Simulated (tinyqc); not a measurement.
Inside a calculation. Method: UHF in the sto-3g basis, for BeH, spin multiplicity 2. This run ends on a higher stationary point, not on the lowest solution. Computed by tinyqc, a small Python program that keeps every step (integrals from PySCF). Settings: charge = 0, multiplicity = 2, basis = sto-3g, energy threshold = 1e-10, iteration cap = 61, orthogonalisation = symmetric, start = highest core orbitals, DIIS depth = 8, DIIS from iteration = 2, method = UHF. Command: `OMP_NUM_THREADS=1 python tinyqc.py 29822 29823 out.jsonl` (the two numbers bound the seeds that draw the settings). One thread of a shared host (Intel(R) Xeon(R) Processor @ 2.60GHz), about 0.1 s of CPU time with the checks. Later iterations appear only in the table of the cycle.

## One-electron integrals

Geometry (angstrom):

| atom | x | y | z |
|---|---|---|---|
| Be | 0.0000 | 0.0000 | 0.0000 |
| H | 0.0000 | 0.0000 | 2.0800 |

Basis sto-3g: exponents (1/bohr^2) and contraction coefficients of normalised primitives:

| element | l (shell) | exponent | coefficient |
|---|---|---|---|
| Be | s (1) | 30.1679 | 0.1543 |
| Be | s (1) | 5.4951 | 0.5353 |
| Be | s (1) | 1.4872 | 0.4446 |
| Be | s (2) | 1.3148 | -0.1000 |
| Be | s (2) | 0.3055 | 0.3995 |
| Be | s (2) | 0.0994 | 0.7001 |
| Be | p (3) | 1.3148 | 0.1559 |
| Be | p (3) | 0.3055 | 0.6077 |
| Be | p (3) | 0.0994 | 0.3920 |
| H | s (1) | 3.4253 | 0.1543 |
| H | s (1) | 0.6239 | 0.5353 |
| H | s (1) | 0.1689 | 0.4446 |

Overlap, kinetic and nuclear-attraction integrals over the contracted functions; the nuclear repulsion is the sum of Za Zb / Rab.

nuclear repulsion = 1.017648 hartree

overlap S, lower triangle:
```
         1Be 1s  1Be 2s  1Be 2px  1Be 2py  1Be 2pz   2H 1s
1Be 1s   1.0000
1Be 2s   0.2595  1.0000
1Be 2px  0.0000  0.0000   1.0000
1Be 2py  0.0000  0.0000   0.0000   1.0000
1Be 2pz  0.0000  0.0000   0.0000   0.0000   1.0000
2H 1s    0.0133  0.2112   0.0000   0.0000   0.2878  1.0000
```

kinetic energy T (hartree), lower triangle:
```
          1Be 1s  1Be 2s  1Be 2px  1Be 2py  1Be 2pz   2H 1s
1Be 1s    6.6940
1Be 2s   -0.0330  0.2111
1Be 2px   0.0000  0.0000   0.6606
1Be 2py   0.0000  0.0000   0.0000   0.6606
1Be 2pz   0.0000  0.0000   0.0000   0.0000   0.6606
2H 1s    -0.0049  0.0027   0.0000   0.0000   0.0339  0.7600
```

nuclear attraction V (hartree), lower triangle:
```
           1Be 1s   1Be 2s  1Be 2px  1Be 2py  1Be 2pz    2H 1s
1Be 1s   -14.8155
1Be 2s    -1.9653  -2.5660
1Be 2px    0.0000   0.0000  -2.5306
1Be 2py    0.0000   0.0000   0.0000  -2.5306
1Be 2pz   -0.0075  -0.0780   0.0000   0.0000  -2.5806
2H 1s     -0.0990  -0.4495   0.0000   0.0000  -0.5960  -2.2440
```

core Hamiltonian H = T + V (hartree), lower triangle:
```
          1Be 1s   1Be 2s  1Be 2px  1Be 2py  1Be 2pz    2H 1s
1Be 1s   -8.1215
1Be 2s   -1.9983  -2.3549
1Be 2px   0.0000   0.0000  -1.8700
1Be 2py   0.0000   0.0000   0.0000  -1.8700
1Be 2pz  -0.0075  -0.0780   0.0000   0.0000  -1.9200
2H 1s    -0.1039  -0.4468   0.0000   0.0000  -0.5621  -1.4840
```

## Two-electron integrals

Functions are numbered as in S; the eight-fold symmetry (ij|kl) = (ji|kl) = (kl|ij) leaves the list below.

Two-electron integrals (ij|kl) in chemists' order, unique and non-zero (hartree):
```
(11|11) 2.2988     (21|11) 0.3920     (21|21) 0.0795     (22|11) 0.5710
(22|21) 0.1430     (22|22) 0.4177     (31|31) 0.0146     (32|31) 0.0219
(32|32) 0.0923     (33|11) 0.5696     (33|21) 0.1431     (33|22) 0.4176
(33|33) 0.4499     (41|41) 0.0146     (42|41) 0.0219     (42|42) 0.0923
(43|43) 0.0242     (44|11) 0.5696     (44|21) 0.1431     (44|22) 0.4176
(44|33) 0.4014     (44|44) 0.4499     (51|51) 0.0146     (52|51) 0.0219
(52|52) 0.0923     (53|53) 0.0242     (54|54) 0.0242     (55|11) 0.5696
(55|21) 0.1431     (55|22) 0.4176     (55|33) 0.4014     (55|44) 0.4014
(55|55) 0.4499     (61|11) 0.0196     (61|21) 0.0040     (61|22) 0.0073
(61|33) 0.0072     (61|44) 0.0072     (61|51) 3.87e-04   (61|52) 0.0007
(61|55) 0.0074     (61|61) 2.11e-04   (62|11) 0.0786     (62|21) 0.0201
(62|22) 0.0686     (62|33) 0.0657     (62|44) 0.0657     (62|51) 0.0025
(62|52) 0.0184     (62|55) 0.0742     (62|61) 0.0011     (62|62) 0.0213
(63|31) 0.0014     (63|32) 0.0074     (63|53) 0.0028     (63|63) 0.0014
(64|41) 0.0014     (64|42) 0.0074     (64|54) 0.0028     (64|64) 0.0014
(65|11) 0.0980     (65|21) 0.0253     (65|22) 0.0892     (65|33) 0.0843
(65|44) 0.0843     (65|51) 0.0039     (65|52) 0.0281     (65|55) 0.0990
(65|61) 0.0014     (65|62) 0.0306     (65|65) 0.0445     (66|11) 0.2543
(66|21) 0.0660     (66|22) 0.2502     (66|33) 0.2355     (66|44) 0.2355
(66|51) 0.0074     (66|52) 0.0740     (66|55) 0.2793     (66|61) 0.0037
(66|62) 0.1097     (66|65) 0.1639     (66|66) 0.7746
```

## Orthogonalisation

S = U s U^T; symmetric (Loewdin) form X = U s^(-1/2) U^T, so that X^T S X = 1.

eigenvalues of S: 0.6058  0.8074  1.0000  1.0000  1.1810  1.4058

X, lower triangle:
```
          1Be 1s   1Be 2s  1Be 2px  1Be 2py  1Be 2pz   2H 1s
1Be 1s    1.0271
1Be 2s   -0.1387   1.0465
1Be 2px   0.0000   0.0000   1.0000
1Be 2py   0.0000   0.0000   0.0000   1.0000
1Be 2pz  -0.0041   0.0262   0.0000   0.0000   1.0343
2H 1s     0.0164  -0.1188   0.0000   0.0000  -0.1568  1.0533
```

## Starting guess

The start is the highest orbitals of the core Hamiltonian (a deliberately bad start); D(s) = C_occ C_occ^T for each spin.

D(alpha) at the start, lower triangle:
```
          1Be 1s   1Be 2s  1Be 2px  1Be 2py  1Be 2pz   2H 1s
1Be 1s    0.0014
1Be 2s   -0.0079   0.0437
1Be 2px   0.0000   0.0000   1.0000
1Be 2py   0.0000   0.0000   0.0000   1.0000
1Be 2pz  -0.0112   0.0621   0.0000   0.0000   0.0881
2H 1s     0.0403  -0.2240   0.0000   0.0000  -0.3179  1.1474
```

D(beta) at the start, lower triangle:
```
          1Be 1s   1Be 2s  1Be 2px  1Be 2py  1Be 2pz   2H 1s
1Be 1s    0.0014
1Be 2s   -0.0079   0.0437
1Be 2px   0.0000   0.0000   0.9605
1Be 2py   0.0000   0.0000  -0.1947   0.0395
1Be 2pz  -0.0112   0.0621   0.0000   0.0000   0.0881
2H 1s     0.0403  -0.2240   0.0000   0.0000  -0.3179  1.1474
```

## Iteration 1: building the Fock matrix

J_ij = sum D_kl (ij|kl) with D = D(alpha) + D(beta), K_ij = sum D_kl (ik|jl) for each spin; F = H + J - K(s); E = tr D H + tr D J / 2 - 0.5 sum_s tr D(s) K(s) + E_nn.

Coulomb J (hartree), lower triangle:
```
         1Be 1s  1Be 2s  1Be 2px  1Be 2py  1Be 2pz   2H 1s
1Be 1s   2.2449
1Be 2s   0.5674  1.7605
1Be 2px  0.0000  0.0000   1.7790
1Be 2py  0.0000  0.0000  -0.0094   1.7343
1Be 2pz  0.0146  0.1397   0.0000   0.0000   1.7667
2H 1s    0.0293  0.4141   0.0000   0.0000   0.5768  2.2655
```

exchange K(alpha) (hartree), lower triangle:
```
          1Be 1s  1Be 2s  1Be 2px  1Be 2py  1Be 2pz   2H 1s
1Be 1s    0.0309
1Be 2s    0.0448  0.1924
1Be 2px   0.0000  0.0000   0.4766
1Be 2py   0.0000  0.0000   0.0000   0.4766
1Be 2pz  -0.0001  0.0094   0.0000   0.0000   0.0677
2H 1s     0.0006  0.0609   0.0000   0.0000   0.0834  0.7470
```

exchange K(beta) (hartree), lower triangle:
```
          1Be 1s  1Be 2s  1Be 2px  1Be 2py  1Be 2pz   2H 1s
1Be 1s    0.0162
1Be 2s    0.0230  0.1002
1Be 2px   0.0000  0.0000   0.4355
1Be 2py   0.0000  0.0000  -0.0829   0.0435
1Be 2pz  -0.0001  0.0094   0.0000   0.0000   0.0435
2H 1s    -0.0008  0.0535   0.0000   0.0000   0.0806  0.7457
```

F(alpha) (hartree), lower triangle:
```
          1Be 1s   1Be 2s  1Be 2px  1Be 2py  1Be 2pz   2H 1s
1Be 1s   -5.9074
1Be 2s   -1.4757  -0.7868
1Be 2px   0.0000   0.0000  -0.5676
1Be 2py   0.0000   0.0000  -0.0094  -0.6123
1Be 2pz   0.0072   0.0523   0.0000   0.0000  -0.2210
2H 1s    -0.0752  -0.0936   0.0000   0.0000  -0.0687  0.0345
```

F(beta) (hartree), lower triangle:
```
          1Be 1s   1Be 2s  1Be 2px  1Be 2py  1Be 2pz   2H 1s
1Be 1s   -5.8928
1Be 2s   -1.4538  -0.6946
1Be 2px   0.0000   0.0000  -0.5266
1Be 2py   0.0000   0.0000   0.0734  -0.1792
1Be 2pz   0.0072   0.0523   0.0000   0.0000  -0.1967
2H 1s    -0.0739  -0.0862   0.0000   0.0000  -0.0659  0.0359
```

total energy of this density = -3.975548 hartree

## Iteration 1: diagonalisation and new density

Diagonalise F' = X^T F X, C = X C', fill 3 alpha and 2 beta electrons from the bottom; D(s) = C_occ C_occ^T. Each column has its largest component positive (the first on a tie).

F' = X^T F X (alpha) (hartree), lower triangle:
```
         1        2        3        4        5       6
1  -5.8290
2  -0.6530  -0.5226
3   0.0000   0.0000  -0.5676
4   0.0000   0.0000  -0.0094  -0.6123
5  -0.0026   0.0597   0.0000   0.0000  -0.2102
6   0.0045  -0.0468   0.0000   0.0000  -0.0552  0.0713
```

orbital energies (alpha) (hartree): MO1 -5.9081, MO2 -0.6142, MO3 -0.5657, MO4 -0.4599, MO5 -0.2104, MO6 0.0880

coefficients C (alpha):
```
             MO1     MO2      MO3      MO4      MO5      MO6
1Be 1s    1.0030  0.0000   0.0000  -0.2527  -0.0518   0.0449
1Be 2s   -0.0118  0.0000   0.0000   1.0147   0.2097  -0.2358
1Be 2px   0.0000  0.1987   0.9801   0.0000   0.0000   0.0000
1Be 2py   0.0000  0.9801  -0.1987   0.0000   0.0000   0.0000
1Be 2pz  -0.0018  0.0000   0.0000  -0.2101   0.9583  -0.3643
2H 1s     0.0023  0.0000   0.0000  -0.0156   0.0584   1.0700
```

F' = X^T F X (beta) (hartree), lower triangle:
```
         1        2        3        4        5       6
1  -5.8180
2  -0.6444  -0.4294
3   0.0000   0.0000  -0.5266
4   0.0000   0.0000   0.0734  -0.1792
5  -0.0025   0.0612   0.0000   0.0000  -0.1851
6   0.0040  -0.0498   0.0000   0.0000  -0.0562  0.0720
```

orbital energies (beta) (hartree): MO1 -5.8940, MO2 -0.5414, MO3 -0.3754, MO4 -0.1835, MO5 -0.1643, MO6 0.0923

coefficients C (beta):
```
             MO1      MO2      MO3      MO4     MO5      MO6
1Be 1s    1.0038   0.0000  -0.2445  -0.0660  0.0000   0.0521
1Be 2s   -0.0152   0.0000   0.9928   0.2682  0.0000  -0.2670
1Be 2px   0.0000   0.9801   0.0000   0.0000  0.1987   0.0000
1Be 2py   0.0000  -0.1987   0.0000   0.0000  0.9801   0.0000
1Be 2pz  -0.0019   0.0000  -0.2816   0.9300  0.0000  -0.3884
2H 1s     0.0028   0.0000   0.0046   0.0920  0.0000   1.0677
```

D(alpha) after iteration 1, lower triangle:
```
          1Be 1s  1Be 2s  1Be 2px  1Be 2py  1Be 2pz   2H 1s
1Be 1s    1.0059
1Be 2s   -0.0118  0.0001
1Be 2px   0.0000  0.0000   1.0000
1Be 2py   0.0000  0.0000   0.0000   1.0000
1Be 2pz  -0.0018  0.0000   0.0000   0.0000   0.0000
2H 1s     0.0023  0.0000   0.0000   0.0000   0.0000  0.0000
```

D(beta) after iteration 1, lower triangle:
```
          1Be 1s  1Be 2s  1Be 2px  1Be 2py  1Be 2pz   2H 1s
1Be 1s    1.0076
1Be 2s   -0.0153  0.0002
1Be 2px   0.0000  0.0000   0.9605
1Be 2py   0.0000  0.0000  -0.1947   0.0395
1Be 2pz  -0.0019  0.0000   0.0000   0.0000   0.0000
2H 1s     0.0028  0.0000   0.0000   0.0000   0.0000  0.0000
```

## Iteration 2: building the Fock matrix

As before.

Coulomb J (hartree), lower triangle:
```
          1Be 1s   1Be 2s  1Be 2px  1Be 2py  1Be 2pz   2H 1s
1Be 1s    6.3168
1Be 2s    1.2144   2.3950
1Be 2px   0.0000   0.0000   2.4385
1Be 2py   0.0000   0.0000  -0.0094   2.3939
1Be 2pz  -0.0001  -0.0002   0.0000   0.0000   2.3434
2H 1s     0.0609   0.3542   0.0000   0.0000   0.4489  1.2150
```

exchange K(alpha) (hartree), lower triangle:
```
          1Be 1s   1Be 2s  1Be 2px  1Be 2py  1Be 2pz   2H 1s
1Be 1s    2.3325
1Be 2s    0.4307   0.2613
1Be 2px   0.0000   0.0000   0.4883
1Be 2py   0.0000   0.0000   0.0000   0.4883
1Be 2pz  -0.0008  -0.0002   0.0000   0.0000   0.0627
2H 1s     0.0219   0.0185   0.0000   0.0000   0.0059  0.0030
```

exchange K(beta) (hartree), lower triangle:
```
          1Be 1s   1Be 2s  1Be 2px  1Be 2py  1Be 2pz   2H 1s
1Be 1s    2.3191
1Be 2s    0.4072   0.1682
1Be 2px   0.0000   0.0000   0.4471
1Be 2py   0.0000   0.0000  -0.0829   0.0551
1Be 2pz  -0.0009  -0.0002   0.0000   0.0000   0.0383
2H 1s     0.0204   0.0111   0.0000   0.0000   0.0031  0.0016
```

F(alpha) (hartree), lower triangle:
```
          1Be 1s   1Be 2s  1Be 2px  1Be 2py  1Be 2pz    2H 1s
1Be 1s   -4.1373
1Be 2s   -1.2145  -0.2212
1Be 2px   0.0000   0.0000   0.0802
1Be 2py   0.0000   0.0000  -0.0094   0.0355
1Be 2pz  -0.0067  -0.0779   0.0000   0.0000   0.3607
2H 1s    -0.0649  -0.1111   0.0000   0.0000  -0.1191  -0.2719
```

F(beta) (hartree), lower triangle:
```
          1Be 1s   1Be 2s  1Be 2px  1Be 2py  1Be 2pz    2H 1s
1Be 1s   -4.1239
1Be 2s   -1.1911  -0.1282
1Be 2px   0.0000   0.0000   0.1214
1Be 2py   0.0000   0.0000   0.0734   0.4687
1Be 2pz  -0.0067  -0.0779   0.0000   0.0000   0.3851
2H 1s    -0.0634  -0.1037   0.0000   0.0000  -0.1163  -0.2705
```

total energy of this density = -13.926051 hartree

## Iteration 2: diagonalisation and new density

As before.

F' = X^T F X (alpha) (hartree), lower triangle:
```
         1        2        3       4        5        6
1  -4.0247
2  -0.7022   0.0491
3   0.0000   0.0000   0.0802
4   0.0000   0.0000  -0.0094  0.0355
5  -0.0058  -0.0453   0.0000  0.0000   0.4146
6   0.0197  -0.0784   0.0000  0.0000  -0.1413  -0.2303
```

orbital energies (alpha) (hartree): MO1 -4.1424, MO2 -0.2773, MO3 0.0336, MO4 0.0821, MO5 0.1816, MO6 0.4468

coefficients C (alpha):
```
             MO1      MO2     MO3      MO4      MO5      MO6
1Be 1s    0.9900  -0.0439  0.0000   0.0000  -0.3033   0.0195
1Be 2s    0.0364   0.0967  0.0000   0.0000   1.0562  -0.0540
1Be 2px   0.0000   0.0000  0.1987   0.9801   0.0000   0.0000
1Be 2py   0.0000   0.0000  0.9801  -0.1987   0.0000   0.0000
1Be 2pz   0.0034   0.0701  0.0000   0.0000   0.1162   1.0376
2H 1s    -0.0056   0.9538  0.0000   0.0000  -0.3470  -0.3441
```

F' = X^T F X (beta) (hartree), lower triangle:
```
         1        2       3       4        5        6
1  -4.0155
2  -0.6919   0.1427
3   0.0000   0.0000  0.1214
4   0.0000   0.0000  0.0734  0.4687
5  -0.0057  -0.0438  0.0000  0.0000   0.4398
6   0.0191  -0.0813  0.0000  0.0000  -0.1423  -0.2296
```

orbital energies (beta) (hartree): MO1 -4.1276, MO2 -0.2740, MO3 0.1065, MO4 0.2672, MO5 0.4718, MO6 0.4836

coefficients C (beta):
```
             MO1      MO2      MO3      MO4      MO5     MO6
1Be 1s    0.9917  -0.0349   0.0000  -0.2986   0.0261  0.0000
1Be 2s    0.0307   0.0682   0.0000   1.0571  -0.0789  0.0000
1Be 2px   0.0000   0.0000   0.9801   0.0000   0.0000  0.1987
1Be 2py   0.0000   0.0000  -0.1987   0.0000   0.0000  0.9801
1Be 2pz   0.0031   0.0625   0.0000   0.1428   1.0348  0.0000
2H 1s    -0.0047   0.9643   0.0000  -0.3289  -0.3322  0.0000
```

D(alpha) after iteration 2, lower triangle:
```
          1Be 1s  1Be 2s  1Be 2px  1Be 2py  1Be 2pz   2H 1s
1Be 1s    0.9821
1Be 2s    0.0318  0.0107
1Be 2px   0.0000  0.0000   0.0395
1Be 2py   0.0000  0.0000   0.1947   0.9605
1Be 2pz   0.0003  0.0069   0.0000   0.0000   0.0049
2H 1s    -0.0474  0.0921   0.0000   0.0000   0.0669  0.9097
```

D(beta) after iteration 2, lower triangle:
```
          1Be 1s  1Be 2s  1Be 2px  1Be 2py  1Be 2pz   2H 1s
1Be 1s    0.9846
1Be 2s    0.0281  0.0056
1Be 2px   0.0000  0.0000   0.0000
1Be 2py   0.0000  0.0000   0.0000   0.0000
1Be 2pz   0.0009  0.0044   0.0000   0.0000   0.0039
2H 1s    -0.0384  0.0656   0.0000   0.0000   0.0603  0.9299
```

## Iteration 23 (converged): orbitals

converged F(alpha) (hartree), lower triangle:
```
          1Be 1s   1Be 2s  1Be 2px  1Be 2py  1Be 2pz    2H 1s
1Be 1s   -4.4834
1Be 2s   -1.2984  -0.4531
1Be 2px   0.0000   0.0000   0.2285
1Be 2py   0.0000   0.0000  -0.0734  -0.1188
1Be 2pz   0.0140  -0.0453   0.0000   0.0000   0.1715
2H 1s    -0.0668  -0.2260   0.0000   0.0000  -0.1948  -0.2283
```

converged F(beta) (hartree), lower triangle:
```
          1Be 1s   1Be 2s  1Be 2px  1Be 2py  1Be 2pz   2H 1s
1Be 1s   -4.4862
1Be 2s   -1.2710  -0.4738
1Be 2px   0.0000   0.0000   0.2419
1Be 2py   0.0000   0.0000   0.0094   0.2865
1Be 2pz   0.0135  -0.0630   0.0000   0.0000   0.1867
2H 1s    -0.0650  -0.2128   0.0000   0.0000  -0.1418  0.0145
```

As before.

F' = X^T F X (alpha) (hartree), lower triangle:
```
         1        2        3        4        5        6
1  -4.3700
2  -0.7144  -0.1560
3   0.0000   0.0000   0.2285
4   0.0000   0.0000  -0.0734  -0.1188
5   0.0087   0.0057   0.0000   0.0000   0.2401
6   0.0340  -0.1927   0.0000   0.0000  -0.2105  -0.1348
```

orbital energies (alpha) (hartree): MO1 -4.4879, MO2 -0.3375, MO3 -0.1337, MO4 0.0493, MO5 0.2434, MO6 0.3553

coefficients C (alpha):
```
             MO1      MO2     MO3      MO4      MO5      MO6
1Be 1s    0.9909  -0.1454  0.0000  -0.2545   0.0000  -0.0823
1Be 2s    0.0334   0.4619  0.0000   0.8978   0.0000   0.3296
1Be 2px   0.0000   0.0000  0.1987   0.0000   0.9801   0.0000
1Be 2py   0.0000   0.0000  0.9801   0.0000  -0.1987   0.0000
1Be 2pz  -0.0018   0.1867  0.0000  -0.3671   0.0000   0.9620
2H 1s    -0.0035   0.7382  0.0000  -0.4263   0.0000  -0.6495
```

F' = X^T F X (beta) (hartree), lower triangle:
```
         1        2       3       4        5       6
1  -4.3811
2  -0.6811  -0.1878
3   0.0000   0.0000  0.2419
4   0.0000   0.0000  0.0094  0.2865
5   0.0118  -0.0182  0.0000  0.0000   0.2441
6   0.0337  -0.1999  0.0000  0.0000  -0.1912  0.1132
```

orbital energies (beta) (hartree): MO1 -4.4890, MO2 -0.2402, MO3 0.1118, MO4 0.2399, MO5 0.2884, MO6 0.4058

coefficients C (beta):
```
             MO1      MO2      MO3      MO4     MO5      MO6
1Be 1s    0.9928  -0.2197  -0.1834   0.0000  0.0000  -0.0833
1Be 2s    0.0267   0.7495   0.6684   0.0000  0.0000   0.3464
1Be 2px   0.0000   0.0000   0.0000   0.9801  0.1987   0.0000
1Be 2py   0.0000   0.0000   0.0000  -0.1987  0.9801   0.0000
1Be 2pz  -0.0019   0.1995  -0.5599   0.0000  0.0000   0.8613
2H 1s    -0.0027   0.4807  -0.4975   0.0000  0.0000  -0.8185
```

D(alpha) after iteration 23, lower triangle:
```
          1Be 1s  1Be 2s  1Be 2px  1Be 2py  1Be 2pz   2H 1s
1Be 1s    1.0029
1Be 2s   -0.0340  0.2145
1Be 2px   0.0000  0.0000   0.0395
1Be 2py   0.0000  0.0000   0.1947   0.9605
1Be 2pz  -0.0290  0.0862   0.0000   0.0000   0.0349
2H 1s    -0.1108  0.3409   0.0000   0.0000   0.1378  0.5449
```

D(beta) after iteration 23, lower triangle:
```
          1Be 1s  1Be 2s  1Be 2px  1Be 2py  1Be 2pz   2H 1s
1Be 1s    1.0339
1Be 2s   -0.1382  0.5625
1Be 2px   0.0000  0.0000   0.0000
1Be 2py   0.0000  0.0000   0.0000   0.0000
1Be 2pz  -0.0457  0.1495   0.0000   0.0000   0.0398
2H 1s    -0.1083  0.3602   0.0000   0.0000   0.0959  0.2311
```

## Convergence

Stop when the energy changes by less than 1e-10 hartree and every element of the error matrix X^T (F D S - S D F) X (for each spin) is below 3e-06.

Course of the cycle:

| iteration | E (hartree) | change | largest element of the error matrix |
|---|---|---|---|
| 1 | -3.975548 | - | 2.39e-02 |
| 2 | -13.926051 | -9.95e+00 | 1.95e-01 |
| 3 | -14.454600 | -5.29e-01 | 1.38e-01 |
| 4 | -14.615455 | -1.61e-01 | 1.35e-01 |
| 5 | -14.703201 | -8.77e-02 | 7.19e-02 |
| 6 | -14.737396 | -3.42e-02 | 5.15e-02 |
| 7 | -14.716062 | 2.13e-02 | 5.01e-02 |
| 8 | -14.690750 | 2.53e-02 | 3.55e-02 |
| 9 | -14.714800 | -2.40e-02 | 5.87e-02 |
| 10 | -14.694100 | 2.07e-02 | 1.75e-02 |
| 11 | -14.695517 | -1.42e-03 | 5.59e-03 |
| 12 | -14.694715 | 8.01e-04 | 1.26e-02 |
| 13 | -14.694088 | 6.27e-04 | 6.22e-03 |
| 14 | -14.691132 | 2.96e-03 | 5.81e-03 |
| 15 | -14.691961 | -8.30e-04 | 6.91e-03 |
| 16 | -14.692524 | -5.63e-04 | 7.74e-03 |
| 17 | -14.690477 | 2.05e-03 | 5.08e-04 |
| 18 | -14.690513 | -3.52e-05 | 1.32e-03 |
| 19 | -14.690525 | -1.23e-05 | 1.66e-03 |
| 20 | -14.690480 | 4.47e-05 | 1.52e-04 |
| 21 | -14.690480 | 4.02e-07 | 2.67e-06 |
| 22 | -14.690480 | 1.23e-10 | 3.71e-07 |
| 23 | -14.690480 | 2.29e-12 | 7.50e-08 |

PySCF UHF in the same basis, after a stability check = -14.846080 hartree

Converged in 23 iterations. But the solution lies 0.15560 hartree above the reference: it is another stationary point, not the lowest one. Reruns (cap 100 unless said): damping 0.5: converged in 59 to a higher stationary point; level shift 0.5: converged in 9 to a higher stationary point; atomic densities as start, DIIS 8: converged in 11.

## Populations, bond orders and dipole

Mulliken: Z minus the diagonal of D S on the atom; Loewdin: the same with S^(1/2) D S^(1/2); Mayer order: 2 sum_s sum (D(s) S)_ij (D(s) S)_ji over the two atoms.

Charges (e):

| atom | Mulliken | Loewdin | Mulliken spin |
|---|---|---|---|
| 1Be | -0.0116 | -0.0153 | 0.6782 |
| 2H | 0.0116 | 0.0153 | 0.3218 |

Mayer bond orders:

| pair | order |
|---|---|
| 2-1 | 0.8963 |

dipole moment about the origin, x y z (debye): 0.0000  0.0000  -2.2108

<S^2> of the determinant (pure state: 0.75) = 0.8579
